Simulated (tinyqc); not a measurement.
# Electron mobility in a silicon inversion layer, empirical terms and Matthiessen rule: several studies

Inversion layer of sheet density Ns on a uniformly doped body, under a high-permittivity gate with an interlayer. The mobility terms are empirical power laws with prefactors chosen for the exercise; adding their inverses (Matthiessen) is itself an approximation.

Inputs (values chosen for the exercise); material values close to those of silicon: temperature T = 293 K; band gap Eg = 1.14 eV; relative permittivity of the semiconductor eps_r = 11.8; conduction-band density of states at T Nc = 2.68e19 cm^-3; valence-band density of states at T Nv = 2.54e19 cm^-3; body doping Nb = 1.2e17 cm^-3; reverse body bias Vsb = 1 V; weight of the inversion charge in the effective field eta = 0.5; phonon-limited mobility at 1 MV/cm and 300 K Ap = 451 cm^2/(V s); roughness-limited mobility at 1 MV/cm As = 1020 cm^2/(V s); exponent of the roughness term gs = 2; Coulomb prefactor Ac = 2900 cm^2/(V s); charge at the interface Nit = 3.7e10 cm^-2; remote-phonon mobility without interlayer Ar = 350 cm^2/(V s); interlayer thickness ti = 1.4 nm; decay length of remote phonons lr = 0.6 nm; inversion density Ns = 7.1e11 cm^-2.

Constants: q = 1.602176634e-19 C, kB = 1.380649e-23 J/K, Vt = kB T/q, eps0 = 8.8541878128e-14 F/cm where lengths are in cm. Results are converted to the units shown.

Each table varies one quantity; the others keep the values above.

## Effect of the body doping

ni = sqrt(Nc Nv) exp(-Eg/(2 Vt)), Eg in volts; Ndep = sqrt(2 eps0 eps_r Nb (2 Vt ln(Nb/ni) + Vsb)/q); E = q (Ndep + eta Ns)/(eps0 eps_r), in MV/cm. With t = T/(300 K): muC = Ac (Ns/1e12 cm^-2) t/(Nb/1e17 cm^-3 + Nit/1e11 cm^-2), muP = Ap E^(-1/3) t^(-1.75), muS = As E^(-gs), muR = Ar exp(2 ti/lr)/t; 1/mu is the sum of the inverses.

The same in every row: muR (cm^2/(V s)) = 3.811e4.

Effect of the body doping:
```
Nb (cm^-3)  E (MV/cm)  muC (cm^2/(V s))  muP (cm^2/(V s))  muS (cm^2/(V s))  mu (cm^2/(V s))
2e16           0.1589              3528             867.9           4.042e4            672.6
4.4e16         0.2111              2483             789.4           2.290e4            574.9
9.7e16         0.2895              1501             710.5           1.217e4            458.2
2.1e17         0.4039             814.2             635.8              6251            334.8
4.7e17         0.5829             396.6             562.7              3002            214.7
1e18           0.8328             193.9             499.6              1471            127.2
2.3e18          1.247             86.05             436.6             655.6            64.67
5e18            1.830             39.92             384.2             304.5            32.30
```

What does the table show?

As Nb goes from 2e16 to 5e18 cm^-3, E rises from 0.159 to 1.83 MV/cm and mu falls from 673 to 32.3 cm^2/(V s). The smallest term is the phonon one in the first row and the Coulomb one in the last. At Nb = 5e18 cm^-3 E passes 1.5 MV/cm, beyond the usual range of such laws.

## Effect of the interlayer thickness

Same model as above.

The same in every row: E (MV/cm) = 0.3167; muC (cm^2/(V s)) = 1281; muP (cm^2/(V s)) = 689.6; muS (cm^2/(V s)) = 1.017e4.

Effect of the interlayer thickness:
```
ti (nm)  muR (cm^2/(V s))  mu (cm^2/(V s))
0.2                 698.0            265.8
0.4                  1360            326.3
0.6                  2648            369.4
0.8                  5158            396.3
1                 1.005e4            411.7
1.2               1.957e4            420.1
1.4               3.811e4            424.6
1.6               7.423e4            426.9
1.8               1.446e5            428.1
```

As ti goes from 0.2 to 1.8 nm, E stays at 0.317 MV/cm and mu rises from 266 to 428 cm^2/(V s). The phonon term is the smallest in the first and the last row.

## Effect of the reverse body bias

Same model as above.

The same in every row: muC (cm^2/(V s)) = 1281; muR (cm^2/(V s)) = 3.811e4.

Effect of the reverse body bias:
```
Vsb (V)  E (MV/cm)  muP (cm^2/(V s))  muS (cm^2/(V s))  mu (cm^2/(V s))
0           0.2332             763.6           1.876e4            460.9
0.4         0.2705             726.8           1.394e4            443.5
0.8         0.3022             700.4           1.117e4            430.2
1.2         0.3303             679.9              9347            419.3
1.6         0.3558             663.3              8056            410.0
2           0.3793             649.3              7088            401.9
2.4         0.4013             637.3              6335            394.6
```

What does the comparison show?

As Vsb goes from 0 to 2.4 V, E rises from 0.233 to 0.401 MV/cm and mu falls from 461 to 395 cm^2/(V s). The phonon term is the smallest in the first and the last row.

Numbers from tinyqc (`OMP_NUM_THREADS=1 python tinyqc.py 2510134 2510135 out.jsonl`; about 0.01 s on one thread of a shared Intel Xeon 2.30GHz).
